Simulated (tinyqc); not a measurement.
Inside a calculation. Method: coupled-perturbed Hartree-Fock on RHF in the sto-3g basis, for H3+, spin multiplicity 1. Computed by tinyqc, a small Python program that keeps every step (integrals from PySCF). Settings: charge = 1, multiplicity = 1, basis = sto-3g, method = RHF, energy threshold = 1e-10, iteration cap = 81, orthogonalisation = symmetric, start = atomic densities, DIIS depth = 6. Command: `OMP_NUM_THREADS=1 python tinyqc.py 28376 28377 out.jsonl` (the two numbers bound the seeds that draw the settings). One thread of a shared host (Intel(R) Xeon(R) Processor @ 2.60GHz), about 0.2 s of CPU time with the checks. The early iterations of the SCF are left out here.

## One-electron integrals

Geometry (angstrom):
```
atom         x         y          z
H     0.000000  0.000000   0.000000
H     0.000000  0.000000   0.774000
H     0.000000  0.662000  -0.486000
```

Basis sto-3g: exponents (1/bohr^2) and contraction coefficients of normalised primitives:
```
element  l (shell)  exponent  coefficient
H            s (1)  3.425251     0.154329
H            s (1)  0.623914     0.535328
H            s (1)  0.168855     0.444635
```

Overlap, kinetic and nuclear-attraction integrals over the contracted functions; the nuclear repulsion is the sum of Za Zb / Rab.

nuclear repulsion = 1.69984319 hartree

overlap S, order 1H 1s, 2H 1s, 3H 1s:
```
[[1.000000, 0.637680, 0.607106],
 [0.637680, 1.000000, 0.286234],
 [0.607106, 0.286234, 1.000000]]
```

kinetic energy T (hartree), order 1H 1s, 2H 1s, 3H 1s:
```
[[0.760032, 0.217184, 0.191380],
 [0.217184, 0.760032, 0.017080],
 [0.191380, 0.017080, 0.760032]]
```

nuclear attraction V (hartree), order 1H 1s, 2H 1s, 3H 1s:
```
[[-2.463878, -1.439026, -1.351874],
 [-1.439026, -2.229122, -0.596415],
 [-1.351874, -0.596415, -2.200781]]
```

core Hamiltonian H = T + V (hartree), order 1H 1s, 2H 1s, 3H 1s:
```
[[-1.703846, -1.221842, -1.160494],
 [-1.221842, -1.469090, -0.579335],
 [-1.160494, -0.579335, -1.440749]]
```

## Two-electron integrals

Functions are numbered as in S; the eight-fold symmetry (ij|kl) = (ji|kl) = (kl|ij) leaves the list below.

Two-electron integrals (ij|kl) in chemists' order, unique and non-zero (hartree):
```
(11|11) 0.774606   (21|11) 0.425384   (21|21) 0.275597   (22|11) 0.557278
(22|21) 0.425384   (22|22) 0.774606   (31|11) 0.399352   (31|21) 0.213080
(31|22) 0.274337   (31|31) 0.246895   (32|11) 0.174512   (32|21) 0.106711
(32|22) 0.156899   (32|31) 0.101773   (32|32) 0.047314   (33|11) 0.539888
(33|21) 0.283484   (33|22) 0.362298   (33|31) 0.399352   (33|32) 0.156899
(33|33) 0.774606
```

## Orthogonalisation

S = U s U^T; symmetric (Loewdin) form X = U s^(-1/2) U^T, so that X^T S X = 1.

eigenvalues of S: [0.250775, 0.714204, 2.035021]

X, order 1H 1s, 2H 1s, 3H 1s:
```
[[1.452544, -0.469755, -0.433918],
 [-0.469755, 1.229151, 0.030063],
 [-0.433918, 0.030063, 1.199491]]
```

## Iteration 8 (converged): orbitals

converged F (hartree), order 1H 1s, 2H 1s, 3H 1s:
```
[[-0.983105, -0.870642, -0.834498],
 [-0.870642, -0.732407, -0.517123],
 [-0.834498, -0.517123, -0.707109]]
```

Diagonalise F' = X^T F X, C = X C', fill 1 alpha and 1 beta electrons from the bottom; D = 2 C_occ C_occ^T. Each column has its largest component positive (the first on a tie).

F' = X^T F X (hartree):
```
[[-0.339722, -0.567068, -0.530424],
 [-0.567068, -0.333341, -0.058093],
 [-0.530424, -0.058093, -0.349039]]
```

orbital energies (hartree): [-1.146293, -0.283763, 0.407954]

coefficients C, order 1H 1s, 2H 1s, 3H 1s:
```
[[0.546713, -0.018833, 1.489829],
 [0.327683, -0.809436, -0.984796],
 [0.313533, 0.862899, -0.886041]]
```

D after iteration 8, order 1H 1s, 2H 1s, 3H 1s:
```
[[0.597790, 0.358297, 0.342825],
 [0.358297, 0.214752, 0.205479],
 [0.342825, 0.205479, 0.196606]]
```

## Convergence

Stop when the energy changes by less than 1e-10 hartree and every element of the error matrix X^T (F D S - S D F) X is below 3e-06.

Course of the cycle:
```
iteration  E (hartree)     change  largest element of the error matrix
1          -0.67151262          -                             1.01e-01
2          -1.20968113  -5.38e-01                             1.23e-02
3          -1.20976768  -8.66e-05                             8.16e-04
4          -1.20976806  -3.80e-07                             8.57e-06
5          -1.20976806  -9.63e-12                             7.63e-06
6          -1.20976806  -9.11e-13                             7.54e-06
7          -1.20976806  -4.39e-13                             7.49e-06
8          -1.20976806  -3.58e-11                             3.25e-12
```

PySCF RHF in the same basis = -1.20976806 hartree

Converged in 8 iterations.

## Integrals over molecular orbitals

(pq|rs) = sum C_ip C_jq C_kr C_ls (ij|kl), one index at a time.

one-electron integrals over orbitals h = C^T H C (hartree):
```
[[-1.763318, 0.008248, -0.084969],
 [0.008248, -1.226155, -0.005372],
 [-0.084969, -0.005372, -0.699568]]
```

Two-electron integrals over orbitals (pq|rs), unique and non-zero (hartree):
```
(11|11) 0.617024    (21|11) -0.008248   (21|21) 0.144653    (22|11) 0.543523
(22|21) 0.011515    (22|22) 0.593668    (31|11) 0.084969    (31|21) 0.002300
(31|22) -0.034068   (31|31) 0.133793    (32|11) 0.003836    (32|21) -0.124459
(32|22) -0.010637   (32|31) -0.007285   (32|32) 0.132706    (33|11) 0.620657
(33|21) -0.013137   (33|22) 0.554193    (33|31) 0.097657    (33|32) 0.008684
(33|33) 0.667300
```

## Response to a field: uncoupled start

dipole integrals <a|y|i> (bohr), order a2, a3:
```
[[0.520547],
 [-0.461365]]
```

Field along y; U_ai = -mu_ai / (e_a - e_i), alpha = -4 sum U_ai mu_ai.

uncoupled U, order a2, a3:
```
[[-0.603511],
 [0.296841]]
```

uncoupled polarisability = 1.804432 bohr^3

## Coupled step 1

U_ai = -(mu_ai + sum_bj [4 (ai|bj) - (ab|ij) - (aj|bi)] U_bj) / (e_a - e_i); alpha = -4 sum U_ai mu_ai.

U after step 1, order a2, a3:
```
[[-0.681227],
 [0.339910]]
```

polarisability = 2.045734 bohr^3

## Coupled step 2

As before.

U after step 2, order a2, a3:
```
[[-0.691252],
 [0.346140]]
```

polarisability = 2.078104 bohr^3

## Coupled polarisability

Repeat until U stops changing; compare with -d2E/dF2.

Course of the coupled iterations:
```
step  alpha (bohr^3)
0           1.804432
1           2.045734
2           2.078104
3           2.082460
4           2.083048
5           2.083128
6           2.083138
7           2.083140
8           2.083140
9           2.083140
```

coupled polarisability = 2.083140 bohr^3

finite-field check, fields of +/-0.001 au = 2.083139 bohr^3
